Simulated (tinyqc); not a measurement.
Dose and depth of a threshold implant.

Problem. A sheet of D acceptors per cm^2 lies at depth xi inside the depleted layer of a body doped Na. In the depletion approximation VT = Vfb + f2 + q D/Cox + gamma sqrt(f2 + Vsb - q D xi/(eps0 eps_r)), gamma = sqrt(2 eps0 eps_r q Na)/Cox, Cox = eps0 eox/tox. Find gamma, D and xi.

Values chosen for this exercise; band and dielectric values close to those of germanium:

| symbol | value | unit | meaning |
|---|---|---|---|
| eps_r | 16.3 |  | relative permittivity |
| Na | 7.1e17 | cm^-3 | acceptor density deep in the body |
| eox | 3.9 |  | relative permittivity of the gate insulator (close to silicon dioxide) |
| tox | 2.7 | nm | insulator thickness |
| Vfb | -0.82 | V | flat-band voltage |
| f2 | 0.538 | V | band bending 2 phiF at threshold |

Constants: q = 1.602176634e-19 C, eps0 = 8.8541878128e-14 F/cm where lengths are in cm. Results are converted to the units shown.

VT against the source at Vsb = 0 and 1.8 V (V): 0.17112588  0.54139619

Solution. With y^2 = f2 - q D xi/(eps0 eps_r) and d the difference of the thresholds over gamma, sqrt(y^2 + Vsb) - y = d gives y = (Vsb - d^2)/(2 d). The first threshold then gives D, and y^2 gives xi.

gamma = 0.448 V^0.5
D = 1.20e12 cm^-2
xi = 6.10 nm

tinyqc, about 0.5 s, one thread, Intel Xeon 2.30GHz (shared host): `OMP_NUM_THREADS=1 python tinyqc.py 2080129 2080130 out.jsonl`
